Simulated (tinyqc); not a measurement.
Inside a calculation. Model: floating body of a partially depleted SOI transistor: body voltage and kink.

Program tinyqc, `OMP_NUM_THREADS=1 python tinyqc.py 2182047 2182048 out.jsonl`; Intel Xeon 2.30GHz, shared host, one thread, about 0.2 s. Printed values are rounded.

Source at 0 V. Channel current Ic = 2 nf K Vt^2 [F(0) - F(Vd)](1 + la Vd), F(V) = ln^2(1 + exp((Vg - VT - nf V)/(2 nf Vt))), VT = VT0 - gb Vb. Saturation voltage Vs = 2 Vt sqrt(F(0)) + 3 Vt, excess Ve = (Vd - Vs + sqrt((Vd - Vs)^2 + 0.0004 V^2))/2, multiplication M1 = Ai Ve exp(-Bl/Ve). Each junction passes D(v) = J1 (exp(v/Vt) - 1) + J2 (exp(v/(2 Vt)) - 1). Bipolar current Ib = bb J1 (exp(Vb/Vt) - 1). The body settles where M1 (Ic + Ib) = D(Vb) + D(Vb - Vd) + Vb/Rb; drain current Id = (1 + M1)(Ic + Ib) - D(Vb - Vd).

Values chosen for this exercise; values of the order met in partially depleted silicon-on-insulator transistors:
```
symbol    value         unit                                                                                            meaning
T           300            K                                                                                        temperature
VT0        0.52            V                                                                     threshold at zero body voltage
gb         0.27                                                                  fall of the threshold per volt of body voltage
nf         1.34                                                                                                    slope factor
K           360  uA/(V^2 um)                                                                              gain factor per width
la         0.03          1/V                                                                   channel-length modulation factor
Ai         2.38          1/V                                                                        impact-ionisation prefactor
Bl          8.1            V                                                                          impact-ionisation voltage
J1      1.5e-12        uA/um                                                      diffusion saturation current of each junction
J2       1.3e-9        uA/um                                                  recombination saturation current of each junction
bb            1                                                 gain of the lateral bipolar transistor on the diffusion current
Rb         2000      kohm um  resistance of a weak body tie to the source (1e9 stands for no tie, and the term is then dropped)
Vg          0.6            V                                                                                       gate voltage
Vd          1.9            V                                                                                      drain voltage
```

Constants: q = 1.602176634e-19 C, kB = 1.380649e-23 J/K, Vt = kB T/q. Results are converted to the units shown.

Range of the model: The multiplication law is an empirical form chosen for the exercise; self-heating and capacitive coupling to the body are left out, and the linear laws are rough once Vb passes about 0.7 V or M1 about 0.1.

## Starting value

Vb = 0.33 V.

Vb at the start = 0.33 V

## Iteration 1: new Vb

Current into the body I_in = M1 (Ic + Ib) - D(Vb - Vd), current out I_out = D(Vb) + Vb/Rb; f = ln(I_in/I_out), s = df/dVb by central differences over 1e-5 V, Vb(new) = Vb - f/s.

Ic = 4.342634 uA/um
Ve = 1.691991 V
M1 = 0.03356563
I_in = 0.1457632 uA/um
I_out = 0.1650013 uA/um
f = -0.1239696
s = -0.8240977 1/V
Vb after iteration 1 = 0.1795693 V

## Iteration 2: new Vb

As before.

Ic = 2.725936 uA/um
Ve = 1.719100 V
M1 = 0.03677754
I_in = 0.1002532 uA/um
I_out = 0.08978468 uA/um
f = 0.1102848
s = -2.777971 1/V
Vb after iteration 2 = 0.2192691 V

## Iteration 3: new Vb

As before.

Ic = 3.106728 uA/um
Ve = 1.712113 V
M1 = 0.03593061
I_in = 0.1116266 uA/um
I_out = 0.1096346 uA/um
f = 0.01800639
s = -1.936374 1/V
Vb after iteration 3 = 0.2285681 V

## Course of the iteration

Stop when the step is below 1e-10 V, or after 40 iterations.

Course of the iteration:

| iteration | Vb before the step (V) | step (V) |
|---|---|---|
| 1 | 0.33 | -0.150 |
| 2 | 0.1795693 | 0.0397 |
| 3 | 0.2192691 | 9.30e-3 |
| 4 | 0.2285681 | 3.91e-4 |
| 5 | 0.2289588 | 6.46e-7 |
| 6 | 0.2289594 | 1.76e-12 |

Converged in 6 iterations.

## Drain current with floating and with grounded body

converged Vb = 0.2289594 V

Id and VT at the converged Vb, Id at Vb = 0, their ratio, and the bipolar share Ib/(Ic + Ib).

VT = 0.4581810 V
Id, floating = 3.319088 uA/um
Id, grounded = 1.447402 uA/um
ratio = 2.293135
bipolar share = 3.285515e-7 %

The body rises to 0.229 V and lowers the threshold by 61.8 mV.
